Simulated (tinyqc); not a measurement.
Band folding and unfolding in a supercell of a chain: sweeps and comparisons. A value that a table varies takes the place of the one given here.

A chain with hopping -t and n = 2 sites a supercell. H(K) has v_j on the diagonal, -t between neighbours and -t exp(2 pi i K) on the bond that closes the cell (from the last site to the first of the next cell). The point K holds the n wave vectors k_m = (K + m)/n of the primitive zone, in 2 pi/a, m = 0 to n - 1, with E0 = -2t cos(2 pi k_m). The unfolding weight of a state c on k_m is |sum_j c_j exp(-2 pi i k_m j)|^2/n, j = 0 to n - 1.

Parameters, chosen for this exercise:
- t = 1.54 eV (hopping)
- v = (0.246, -0.246) eV (site energies in the supercell)
- Kq = 0.14 2 pi/(n a) (wave vector in the small zone)

## From folded lines to real minibands

The potential is scaled by x. For the lowest level at K: energy, second-order estimate E0(k_0) + x V_0 - x^2 sum_m |V_m|^2/(E0(k_m) - E0(k_0)), weight on k_0, and width of the lowest miniband between K = 0 and 1/2.

Lowest level:
```
x      E (eV)  second order (eV)  weight on k_0  miniband width (eV)
0.00  -2.7869            -2.7869          1.000               3.0800
0.25  -2.7875            -2.7875          1.000               3.0191
0.50  -2.7896            -2.7896          1.000               2.9595
1.00  -2.7977            -2.7977          0.998               2.8438
1.50  -2.8112            -2.8113          0.996               2.7330
2.00  -2.8300            -2.8303          0.992               2.6270
3.00  -2.8829            -2.8846          0.983               2.4292
4.00  -2.9555            -2.9606          0.971               2.2494
```

How do the results move?

Second order is 0.0 meV off at x = 1 and -2 meV at x = 3. The weight on the parent k falls to 1.00 at x = 1 and 0.97 at x = 4, and the miniband narrows from 3.080 to 2.249 eV as the state gathers on the low sites. While the weight stays near one the primitive band is still the right picture and the folded copies carry little spectral weight.

## What each change does

The two lowest levels at K and the weight of the lowest on k_0. Each row changes one parameter from the base and keeps the others.

Results:
```
case                    level 1 (eV)  level 2 (eV)  weight
base                         -2.7977        2.7977  0.9981
t = 1.694 eV                 -3.0754        3.0754  0.9984
v = (-0.246, 0.246) eV       -2.7977        2.7977  0.9981
Kq = 0.43 2 pi/(n a)         -0.7155        0.7155  0.9695
```

What can be read from the table?

The largest shifts from the base row, up to three for each result and ties (the steps differ in size, so this ranks the rows, not the parameters). level 1 (eV): Kq +2.0822, t -0.2777; unchanged at the printed digits by v. level 2 (eV): Kq -2.0822, t +0.2777; unchanged at the printed digits by v. weight: Kq -0.0285, t +0.0003; unchanged at the printed digits by v.

Computed by tinyqc, a small Python program: `OMP_NUM_THREADS=1 python tinyqc.py 1480298 1480299 out.jsonl` (the numbers bound the seed that draws the inputs); one thread of a shared host (Intel(R) Xeon(R) Processor @ 2.30GHz), about 0.01 s for the whole set of steps.
